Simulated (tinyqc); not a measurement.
Cluster expansion of a binary alloy: correlations, fit, cross-validation and ground states: one step, computed by the program tinyqc.

s = +1 for A and -1 for B. Energy per site E = J0 + J1 P(point) + sum over clusters of m V P, with P the mean product of spins; V > 0 on a pair favours unlike neighbours. Clusters per site m: pair 1 2, pair 2 2, pair 3 2, triplet 4; the triplet is two first-neighbour bonds at a right angle. Formation energies are counted from the line between pure A and pure B, which removes J0 and J1.

Problem. Normal equations for V1, V2, Vt. Leave out pair 3: A = X^T X and b = X^T E (E being the data with noise) over these three columns; solve A V = b. The root-mean-square error runs over the structures between the pure ends.

Lattice: square.

X, rows A, A3B p(2x2), A3B c(4x2), A2B diagonal rows, A2B rows, AB c(2x2), AB p(2x1), A2B2 rows, AB2 diagonal rows, AB2 rows, AB3 p(2x2), AB3 c(4x2), B, columns pair 1, pair 2, pair 3, triplet:
$$\begin{pmatrix}
0.000000 & 0.000000 & 0.000000 & 0.000000 \\
-2.000000 & -2.000000 & 0.000000 & -4.000000 \\
-2.000000 & -2.000000 & -1.000000 & -4.000000 \\
-2.666667 & -1.333333 & -2.666667 & -2.666667 \\
-1.333333 & -2.666667 & -1.333333 & 0.000000 \\
-4.000000 & 0.000000 & 0.000000 & 0.000000 \\
-2.000000 & -4.000000 & 0.000000 & 0.000000 \\
-1.000000 & -2.000000 & -2.000000 & 0.000000 \\
-2.666667 & -1.333333 & -2.666667 & 2.666667 \\
-1.333333 & -2.666667 & -1.333333 & 0.000000 \\
-2.000000 & -2.000000 & 0.000000 & 4.000000 \\
-2.000000 & -2.000000 & -1.000000 & 4.000000 \\
0.000000 & 0.000000 & 0.000000 & 0.000000
\end{pmatrix}$$

data (meV/site): A 0.00000, A3B p(2x2) -65.32800, A3B c(4x2) -57.87600, A2B diagonal rows -57.88767, A2B rows -37.77833, AB c(2x2) -53.75600, AB p(2x1) -61.15900, A2B2 rows -24.70200, AB2 diagonal rows -36.38517, AB2 rows -40.20033, AB3 p(2x2) -30.07650, AB3 c(4x2) -33.99600, B 0.00000

Give: matrix A; b; fitted V1, V2, Vt; root-mean-square error of the three-cluster fit.

Solution.

matrix A, rows V1, V2, Vt:
$$\begin{pmatrix}
54.778 & 40.222 & 0.000 \\
40.222 & 53.778 & 0.000 \\
0.000 & 0.000 & 78.222
\end{pmatrix}$$

b (meV): [1092.0, 1002.2, 293.9]

fitted V1, V2, Vt (meV): [13.864, 8.267, 3.757]

root-mean-square error of the three-cluster fit = 3.1267 meV/site
